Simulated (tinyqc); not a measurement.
## Voltage drop against the pad pitch

A grid of 17 by 17 nodes with segments Rx (rows) and Ry (columns); every node draws I1 and the central node kh I1; pads with resistance Rp sit at the nodes whose row and column are multiples of the pitch, counting from 0. The drops u = Vdd - V follow from G u = i, with G the conductance matrix and i the load currents, solved directly.

Inputs (values chosen for the exercise): supply voltage Vdd = 0.8 V; resistance of a horizontal segment Rx = 0.7 ohm; resistance of a vertical segment Ry = 1.8 ohm; resistance from a pad node to the supply Rp = 0.35 ohm; factor on the load at the hot node kh = 3; load current of a node in the large grid I1 = 0.94 mA.

Result of one run:

| pads | worst drop (mV) | mean drop (mV) | largest drop at a pad (mV) | largest pad current (mA) | worst drop over Vdd (%) |
|---|---|---|---|---|---|
| 4 | 139.3 | 117.1 | 23.93 | 68.39 | 17.41 |

Which pad pitch gave this result: 2, 4, 8 or 16 nodes?

pitch = 16 nodes.

The whole series:

| pitch (nodes) | pads | worst drop (mV) | mean drop (mV) | largest drop at a pad (mV) | largest pad current (mA) | worst drop over Vdd (%) |
|---|---|---|---|---|---|---|
| 1 | 289 | 0.6390 | 0.3313 | 0.6390 | 1.826 | 0.07987 |
| 2 | 81 | 2.572 | 1.857 | 1.681 | 4.803 | 0.3215 |
| 4 | 25 | 10.54 | 8.167 | 5.364 | 15.32 | 1.318 |
| 8 | 9 | 38.21 | 32.37 | 16.59 | 47.39 | 4.776 |
| 16 | 4 | 139.3 | 117.1 | 23.93 | 68.39 | 17.41 |

The worst drop goes from 0.639 to 139 mV while the number of pads falls from 289 to 4; between the last two rows it goes as pitch^(1.87). The largest drop at a pad is 100 % of the worst drop in the first row and 17.2 % in the last; the rest falls along the wires. For pitch = 16 the drop exceeds 15 % of the supply, where loads no longer draw a fixed current.

Computed by the program tinyqc: `OMP_NUM_THREADS=1 python tinyqc.py 2770169 2770170 out.jsonl`, one thread of a shared Intel Xeon 2.30GHz, about 0.1 s for the whole run.
